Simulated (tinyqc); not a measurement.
Temperatures in a stack of 2 dies with leakage feedback: one step of the calculation.

One-dimensional heat flow to a sink below die 0. The power of each die is released in a plane at its top; from the plane of die j > 0 heat crosses its silicon (ts), a bond layer and the wiring of die j - 1; from die 0 it crosses t0, paste and sink. Copper shares the path through bond and wiring in parallel: k_eff = fm km + (1 - fm) k. Silicon is taken at the temperature of the plane above it. Leakage is P_l exp((T - 350 K)/Tl).

Problem. Resistances per area at 300 K. R = thickness/conductivity for each layer.

Parameters, values chosen for the exercise; conductivities of the order met in silicon, wiring layers, bonds and pastes:
- k0 = 144 W/(m K) (conductivity of silicon at 300 K)
- ts = 20 um (thickness of a thinned die)
- t0 = 775 um (thickness of the die next to the sink)
- tb = 11 um (thickness of the wiring layers)
- kb = 3.7 W/(m K) (conductivity of the wiring layers)
- tg = 20 um (thickness of a bond layer)
- kg = 0.7 W/(m K) (conductivity of the bond dielectric)
- fm = 0.01 (area share of copper through bond and wiring)
- km = 390 W/(m K) (conductivity of copper)
- Rt = 0.3 K cm^2/W (paste and lid)
- Rs = 0.17 K cm^2/W (heat sink)

Find: thick die; thinned die; k_eff of the bond; k_eff of the wiring; bond plus wiring; paste plus sink.

Solution.

thick die = 0.05382 K cm^2/W
thinned die = 0.001389 K cm^2/W
k_eff of the bond = 4.593 W/(m K)
k_eff of the wiring = 7.563 W/(m K)
bond plus wiring = 0.05809 K cm^2/W
paste plus sink = 0.4700 K cm^2/W

Computed by the program tinyqc: `OMP_NUM_THREADS=1 python tinyqc.py 2162001 2162002 out.jsonl`, one thread of a shared Intel Xeon 2.30GHz, about 0.08 s for the whole run.
